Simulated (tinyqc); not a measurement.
Admittance spectroscopy of a deep trap: two steps of the calculation.

Schottky contact on an n-type layer with shallow donors Nd (all ionised) and a donor-like deep trap, neutral when filled and positive when empty; depletion approximation. Traps within lam of the depletion edge stay filled. The traps at xt = W - lam, where the level crosses the Fermi level, follow a slow signal and not a fast one. w = 2 pi f.

Values chosen for this exercise; material values close to those of germanium:

| symbol | value | unit | meaning |
|---|---|---|---|
| eps_r | 15.8 |  | relative permittivity |
| Nc | 1.06e19 | cm^-3 | conduction-band density of states at 300 K |
| vth | 3.3e7 | cm/s | thermal velocity at 300 K |
| Nd | 2.3e16 | cm^-3 | shallow donor density |
| Vbi | 0.47 | V | built-in voltage |
| Et | 0.28 | eV | depth of the trap below the conduction edge |
| sn | 1.7e-14 | cm^2 | capture cross-section |
| Nt | 2.3e16 | cm^-3 | trap density |
| Vr | 0 | V | reverse bias |
| f | 4500 | Hz | signal frequency |
| T | 175 | K | temperature |

Constants: q = 1.602176634e-19 C, kB = 1.380649e-23 J/K, eps0 = 8.8541878128e-14 F/cm where lengths are in cm. Results are converted to the units shown.

Question 1. Widths and limiting capacitances. lam = sqrt(2 eps0 eps_r (EF - ET)/(q Nd)), EF - ET = Et - (kB T/q) ln(Nc(T)/Nd), Nc(T) = Nc (T/300 K)^1.5. In the steady state at the band bending V, 2 eps0 eps_r V/q = Nd W^2 + Nt (W - lam)^2 (the second term only if W > lam). V = Vbi + Vr. C_HF = eps0 eps_r/W, C_LF = eps0 eps_r (Nd + Nt)/(Nd W + Nt xt).

Wanted: lam; W; xt; C_HF; C_LF.

Answer 1.

lam = 123.14 nm
W = 180.11 nm
xt = 56.973 nm
C_HF = 77.672 nF/cm^2
C_LF = 118.01 nF/cm^2

The step is 51.9 % of C_HF.

Question 2. Admittance at the signal frequency. Emission rate en = sn vth(T) Nc(T) exp(-Et/kB T) = sn g T^2 exp(-Et/kB T), g = vth Nc/(300 K)^2, as vth goes as T^0.5 and Nc as T^1.5 (degeneracy factor 1). Inflection frequency w0 = 2 en [1 + Nt xt/(Nd W)]; C = C_HF + (C_LF - C_HF)/(1 + (w/w0)^2), G/w = (C_LF - C_HF)(w/w0)/(1 + (w/w0)^2).

W = 180.11073 nm
xt = 56.973029 nm
C_HF = 77.672313 nF/cm^2
C_LF = 118.01413 nF/cm^2

Wanted: en; w0/(2 pi); C; G/w.

Answer 2.

en = 17477 1/s
w0/(2 pi) = 7322.7 Hz
C = 106.96 nF/cm^2
G/w = 17.995 nF/cm^2

The signal lies near the inflection, where the loss is largest.

Computed by the program tinyqc: `OMP_NUM_THREADS=1 python tinyqc.py 2050146 2050147 out.jsonl`, one thread of a shared Intel Xeon 2.30GHz, about 0.01 s for the whole run.
